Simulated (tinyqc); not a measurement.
Deep-level transient spectroscopy: one step of the calculation.

Schottky contact on an n-type layer with shallow donors Nd (all ionised) and a donor-like deep trap, neutral when filled and positive when empty; depletion approximation. Traps within lam of the depletion edge stay filled. A long pulse to Vp fills the traps beyond x1 = Wp - lam; back at Vr those between x1 and x2 = Wr - lam emit. A rate window reads S = C(t2) - C(t1).

Task. Widths. lam = sqrt(2 eps0 eps_r (EF - ET)/(q Nd)), EF - ET = Et - (kB T/q) ln(Nc(T)/Nd), Nc(T) = Nc (T/300 K)^1.5. In the steady state at the band bending V, 2 eps0 eps_r V/q = Nd W^2 + Nt (W - lam)^2 (the second term only if W > lam). V = Vbi + Vr gives Wr and V = Vbi + Vp gives Wp; x1 = max(Wp - lam, 0).

Parameters, values chosen for the exercise; material values close to those of silicon: relative permittivity eps_r = 11.6; conduction-band density of states at 300 K Nc = 2.78e19 cm^-3; shallow donor density Nd = 7.2e14 cm^-3; built-in voltage Vbi = 0.51 V; depth of the trap below the conduction edge Et = 0.18 eV; trap density Nt = 5.1e12 cm^-3; reverse bias Vr = 1.1 V; reverse bias during the filling pulse Vp = 0 V; temperature of the transient T = 165 K.

Constants: q = 1.602176634e-19 C, kB = 1.380649e-23 J/K, eps0 = 8.8541878128e-14 F/cm where lengths are in cm. Results are converted to the units shown.

Find: lam; Wr; Wp; x1; x2; G = (x2^2 - x1^2)/Wr^2.

Result.

lam = 275.37 nm
Wr = 1689.0 nm
Wp = 951.28 nm
x1 = 675.91 nm
x2 = 1413.6 nm
G = (x2^2 - x1^2)/Wr^2 = 0.54037

Numbers from tinyqc (`OMP_NUM_THREADS=1 python tinyqc.py 2050005 2050006 out.jsonl`; about 0.01 s on one thread of a shared Intel Xeon 2.30GHz).
